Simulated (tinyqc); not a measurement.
Sublattice potential against complex hopping: Haldane model. Computed by the program tinyqc. H_AA = delta - 2 t2 sum cos(k.b + phi), H_BB = -delta - 2 t2 sum cos(k.b - phi), H_AB = -t1 (1 + exp(-i k.a1) + exp(-i k.a2)), b = a1, a2 - a1, -a2, m = 3 sqrt3 t2 sin(phi); the sign of the Chern number follows the orientation k1 then k2.

Honeycomb lattice:
```
parameter      value
t1 (eV)     1.460000
t2 (eV)     0.280000
phi (rad)  -1.990000
```

Gaps at the two valleys (eV) and Chern number of the lower band (12 x 12 mesh):
```
delta   gap 2|delta - m|  gap 2|delta + m|  Chern number
-2.392             2.126             7.442             0
-1.728             0.798             6.114             0
-0.797             1.064             4.252             1
0.000              2.658             2.658             1
0.532              3.722             1.594             1
0.997              4.652             0.664             1
1.661              5.980             0.664             0
2.658              7.974             2.658             0
```

What does the comparison show, and why?

Here |m| = 1.3289 eV. For |delta| < |m| the two valleys have masses of opposite sign and the Chern number is +/-1; one gap closes at |delta| = |m|, and beyond it the band is trivial.
